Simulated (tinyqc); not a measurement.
The network against temperature: hopping conduction between localised states. Computed by tinyqc, a small Python program. Command: `OMP_NUM_THREADS=1 python tinyqc.py 3027705 3027706 out.jsonl hop walk`. One thread of a shared host (Intel(R) Xeon(R) Processor @ 2.30GHz), about 0.01 s of CPU time with the checks.

Energies are counted from the Fermi level. A small network shows the mechanism; the laws of an infinite system follow.

Inputs (values chosen for the exercise, for a model amorphous semiconductor): localisation length xi = 1 nm; temperature T = 48 K.

Dimension: 2D.

sites of the small network (nm, nm, meV):
```
      x     y  energy
1     0   1.7   -0.11
2  1.48  1.82   -6.78
3  3.35   1.9    0.78
4  4.21  0.03   -4.43
5  6.49  1.73   -3.31
6  7.41  1.04   -3.06
7   9.3  1.76    0.17
```

Constants: k_B = 8.617333262e-05 eV/K.

Method:
- Miller-Abrahams exponent s_ij = 2 r_ij/xi + (|E_i| + |E_j| + |E_i - E_j|)/(2 k_B T); G_ij = G_0 exp(-s_ij).
- Site 1 is held at potential 1 and site 7 at 0; Kirchhoff's law sum_j G_ij (u_i - u_j) = 0 fixes the others; G = sum_j G_1j (1 - u_j).
- Critical exponent s_c: the smallest value such that bonds with s_ij <= s_c connect site 1 with site 7.
- The last column is the length of the critical bond.

Network:
```
T (K)  -ln(G/G_0)     s_c  critical hop (nm)
14         9.0794  9.3600             2.8440
22         7.9638  8.0248             2.8440
34         7.1950  7.2000             2.8440
48         6.7438  6.7590             2.8440
72         6.3663  6.4020             2.8440
120        6.0614  6.1164             2.8440
240        5.8330  5.9022             2.8440
720        5.6813  5.7594             2.8440
```

What does the comparison show, and why?

-ln(G/G_0) follows s_c within 0.3. The critical hop is 2.84 nm long at the lowest T and 2.84 nm at the highest: in this small sample the range does not grow on cooling.

Extremes, crossings and ranges named in words are read from the listed rows.
